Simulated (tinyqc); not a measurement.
Two-mode optical phonons of a ternary alloy from two coupled oscillators: one step, computed by the program tinyqc.

An alloy A(x)B(1-x)C has an A-C and a B-C bond oscillator. Each TO frequency moves linearly from the impurity mode (dilute end) to the TO of the pure crystal; each strength is proportional to the number of bonds.

Task: The two oscillators. omega_1 = (impurity mode of A) + x (omega_TO,AC - impurity mode of A); omega_2 = (impurity mode of B) + (1 - x)(omega_TO,BC - impurity mode of B); eps_inf = x eps_AC + (1 - x) eps_BC; strengths W_1 = x eps_AC (omega_LO,AC^2 - omega_TO,AC^2), W_2 = (1 - x) eps_BC (omega_LO,BC^2 - omega_TO,BC^2).

Inputs (values chosen for the exercise, modelled on In(x)Ga(1-x)As, with A-C the InAs-like and B-C the GaAs-like bond):
```
quantity                  value  unit
omega_TO of pure AC       219.5  1/cm
omega_LO of pure AC       239.4  1/cm
omega_TO of pure BC       269.1  1/cm
omega_LO of pure BC       289.8  1/cm
eps_inf of AC              12.1     -
eps_inf of BC              10.8     -
impurity mode of A in BC  232.7  1/cm
impurity mode of B in AC  245.7  1/cm
fraction x of A            0.47     -
```

Give: omega_1 (A-C, TO); omega_2 (B-C, TO); eps_inf; W_1; W_2.

Result:

omega_1 (A-C, TO) = 226.496 1/cm

omega_2 (B-C, TO) = 258.102 1/cm

eps_inf = 11.411

W_1 = 51934 1/cm^2

W_2 = 66222 1/cm^2
